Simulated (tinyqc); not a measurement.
Two-diode model of a solar cell: one step of the calculation.

J is the current delivered and Vj = V + J Rs the junction voltage. J = X JL - J01 (exp(Vj/(n1 Vt)) - 1) - J02 (exp(Vj/(2 Vt)) - 1) - Vj/Rp. The photocurrent does not depend on voltage.

Task. New Vj. Open circuit: J(Vj) = 0. G = -dJ/dVj = J01 exp(Vj/(n1 Vt))/(n1 Vt) + J02 exp(Vj/(2 Vt))/(2 Vt) + 1/Rp. Vj(new) = Vj + J/G.

Parameters, values chosen for the exercise; values of the order met in cells of cadmium telluride:
```
symbol    value      unit                                              meaning
T           300         K                                          temperature
JL         23.8   mA/cm^2                              photocurrent at one sun
X             1      suns                                        concentration
J01     5.2e-17    A/cm^2                saturation current of the first diode
n1            1                             ideality factor of the first diode
Rp          700  ohm cm^2                                     shunt resistance
J02     2.5e-10    A/cm^2  saturation current of the second diode (ideality 2)
```

Constants: q = 1.602176634e-19 C, kB = 1.380649e-23 J/K, Vt = kB T/q. Results are converted to the units shown.

Vj after iteration 1 = 0.86626044 V

Wanted: J; G; Vj after iteration 2.

Result.

J = -0.71870 mA/cm^2
G = 0.81064 S/cm^2
Vj after iteration 2 = 0.86537 V

Numbers from tinyqc (`OMP_NUM_THREADS=1 python tinyqc.py 2280038 2280039 out.jsonl`; about 0.01 s on one thread of a shared Intel Xeon 2.30GHz).
